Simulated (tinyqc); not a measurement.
Inside a calculation. Method: Rayleigh-quotient iteration on a symmetric matrix. One step of it, computed by the program tinyqc.

Task: Step 1. solve (A - shift) w = v; v' = w/|w| with its largest component positive (the first on a tie); lambda = v'^T A v'; the next shift is lambda.

A, lower triangle:
```
           1          2         3
1   2.567000
2   0.188000   4.368000
3  -0.332000  -0.060000  4.584000
```

vector v at the start: 0.577350  0.577350  0.577350

shift = 1.260000

Give: vector after step 1; Rayleigh quotient after step 1.

Result:

vector after step 1: 0.865  0.293  0.408

Rayleigh quotient after step 1 = 2.904
